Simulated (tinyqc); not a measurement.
Plane-wave Kohn-Sham cycle with exchange-only LDA in a layered model solid, step by step. One step of it, computed by the program tinyqc.

Task: Iteration 1: levels at that k. Diagonalise the Hermitian matrix.

H (hartree):
```
           -2         -1         +0         +1         +2
-2   0.939486  -0.200000  -0.115000   0.000000   0.000000
-1  -0.200000   0.058796  -0.200000  -0.115000   0.000000
+0  -0.115000  -0.200000  -0.234768  -0.200000  -0.115000
+1   0.000000  -0.115000  -0.200000   0.058796  -0.200000
+2   0.000000   0.000000  -0.115000  -0.200000   0.939486
```

Give: eigenvalues.

Result:

eigenvalues (hartree): -0.4859  0.1247  0.1464  0.9881  0.9886
